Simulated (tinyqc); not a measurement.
Inside a calculation. Model: elastic strain and critical thickness of a cubic alloy layer A(1-x)B(x) on a thick substrate. Computed by tinyqc, a small Python program that keeps every step. Command: `OMP_NUM_THREADS=1 python tinyqc.py 3012087 3012088 out.jsonl misfit walk`. One thread of a shared host (Intel(R) Xeon(R) Processor @ 2.30GHz), about 0.01 s of CPU time with the checks. Intermediate numbers are printed to about 7 digits and carried at full precision; extremes and crossings named in words are read from the listed rows.

Strain is positive in tension. The layer is coherent with the substrate unless said otherwise.

Inputs (values chosen for the exercise, modelled on Ga(1-x)In(x)As on GaAs):
```
quantity,value,unit
fraction x of B,0.26,-
lattice constant a_A,5.653,angstrom
lattice constant a_B,6.058,angstrom
substrate lattice constant a_S,5.653,angstrom
layer thickness h,76,nm
biaxial modulus of the substrate M_S,135,GPa
substrate thickness t_S,200,micrometre
wafer diameter W,150,mm
X-ray wavelength,1.540593,angstrom
start of the iteration h0/b,100,-
```

Growth plane: (001). Layer: buried under a thick cap. Misfit dislocation: edge.

C11, C12, C44 of A (GPa): [119.9, 54.74, 58.5]

C11, C12, C44 of B (GPa): [84.32, 45.28, 40.01]

## Alloy by Vegard's rule, and misfit

a = (1 - x) a_A + x a_B, the same rule for each C_ij; misfit f = (a_S - a)/a, the in-plane strain of the coherent layer.

free lattice constant a = 5.7583 angstrom

elastic constants (GPa): C11 110.6492, C12 52.2804, C44 53.6926

misfit f = -0.01828665

The layer is compressed in the plane by 1.83 %.

## Biaxial strain, stress and energy

(001): D = 2 C12/C11, M = C11 + C12 - 2 C12^2/C11. The free surface carries no normal stress, so e_perp = -D f; dV/V = 2 f + e_perp; stress = M f; energy per area = M f^2 h (1 GPa nm = 1 J/m^2).

ratio D = 0.9449757

normal strain e_perp = 0.01728044

volume strain dV/V = -0.01929286

biaxial modulus M = 113.5259 GPa

in-plane stress = -2.076008 GPa

strain energy per area = 2.885205 J/m^2

## Symmetric X-ray reflection

Reflection 004: d = a_perp/sqrt(16), with a_perp = a (1 + e_perp) for the coherent layer, a for the relaxed layer and a_S for the substrate; sin(theta) = lambda/(2 d).

Bragg angles:
```
crystal,a_perp (angstrom),theta (degrees),from substrate (arcsec)
substrate,5.653000,33.02830,0.000
coherent layer,5.857806,31.73536,-4654.599
relaxed layer,5.758300,32.34975,-2442.798
```

peak separation of the coherent layer = -4654.599 arcsec

The coherent layer lies 1.91 times as far from the substrate peak as a relaxed one, about 1 + D = 1.94: reading its peak as relaxed would overstate the mismatch by that factor.

## Isotropic constants and the prefactor A

Voigt averages: G = (C11 - C12 + 3 C44)/5, B = (C11 + 2 C12)/3, nu = (3 B - 2 G)/(2 (3 B + G)); b = a/sqrt(2). Edge dislocation with b in the interface: cos alpha = 0, cos lambda = 1. Matthews-Blakeslee: h_c = A [ln(h_c/b) + 1], A = b (1 - nu cos^2 alpha)/(4 pi |f| (1 + nu) cos lambda), the factor 4 pi being that of a buried layer, with a dislocation at both interfaces.

shear modulus G = 43.88932 GPa

Poisson ratio nu = 0.2459122

Burgers vector b = 0.4071733 nm

prefactor A = 1.422158 nm

## Critical thickness by fixed-point iteration

Start at h0, put the right side back in, and stop when the change is below 1e-9 h or h turns negative.

Iteration:
```
step,h in (nm),h out (nm),change (nm)
1,40.71733,7.971439,-3.274589e+01
2,7.97144,5.652199,-2.319240e+00
3,5.65220,5.163232,-4.889669e-01
4,5.16323,5.034553,-1.286796e-01
5,5.03455,4.998660,-3.589259e-02
6,4.99866,4.988485,-1.017524e-02
7,4.98848,4.985587,-2.897885e-03
...,...,...,...
12,4.98444,4.984433,-5.475529e-06
13,4.98443,4.984431,-1.562277e-06
14,4.98443,4.984431,-4.457488e-07
15,4.98443,4.984431,-1.271811e-07
16,4.98443,4.984431,-3.628732e-08
17,4.98443,4.984431,-1.035350e-08
18,4.98443,4.984431,-2.954062e-09
```

critical thickness h_c (Matthews-Blakeslee) = 4.984431 nm

Converged; near the root each step shrinks the error by A/h_c = 0.285. h_c is 12.2 Burgers vectors. Caution: an edge dislocation with b in the interface cannot reach it by glide, so the force balance is formal for it.

## Equilibrium strain at the thickness h

For h > h_c the same force balance gives the strain left, |e| = |f| A [ln(h/b) + 1]/h, and below h_c e = f; relaxation = 1 - e/f; dislocations per length across each line direction = (|f| - |e|)/(b cos lambda).

strain left e = -0.002131592

relaxation = 88.34345 %

dislocation line density = 39.67612 1/micrometre

h is 15.25 h_c: in equilibrium dislocations lie 25.2 nm apart; slow nucleation and glide can keep a real layer more strained.

## Wafer curvature of the coherent layer

Stoney: curvature = 6 |stress| h/(M_S t_S^2); radius = 1/curvature; bow = curvature W^2/8.

curvature = 0.1753073 1/m

radius of curvature = 5.704268 m

bow = 493.0519 micrometre

Caution: the curvature assumes a coherent layer, but h exceeds h_c. Caution: a bow above a fifth of the wafer thickness is beyond Stoney's small-deflection limit.

## Force balance against energy balance

People-Bean: h_c = P ln(h_c/b), P = (1 - nu)/(1 + nu) b^2/(16 pi sqrt(2) a f^2). The misfit is scaled by 0.25, 0.4, 0.6, 1, 1.5, 2.2 at fixed a, b and nu; the upper root is taken, and rows with A < 1.3 b or P < 3 b, where the roots shrink to the core size or vanish, are left out.

Critical thickness:
```
|f| (%),Matthews-Blakeslee (nm),People-Bean (nm),ratio
0.457166,30.18266,903.7356,29.94222
0.731466,16.77601,302.9444,18.05819
1.097199,9.94453,114.9003,11.55411
1.828665,4.98443,31.9910,6.41818
2.742997,2.76387,10.6279,3.84530
4.023062,1.48124,3.0498,2.05896
```

The exponents d ln h_c/d ln f are -1.25 and -2.33 between the first rows, steeper than the -1 and -2 of the prefactors because of the logarithm. The ratio falls from 29.9 to 2.06 as the misfit grows. Where People-Bean lies above, a layer between the lines is metastable: dislocations would lower the energy but have to be nucleated. People-Bean has no form for a buried layer. Above about 2 % misfit islands may come first.

Checks made by the program: D and M against the full stiffness tensor (relative difference below 1e-10); h_c against the Lambert function, -A W_(-1)(-b/(A e)) (relative difference 2e-10).
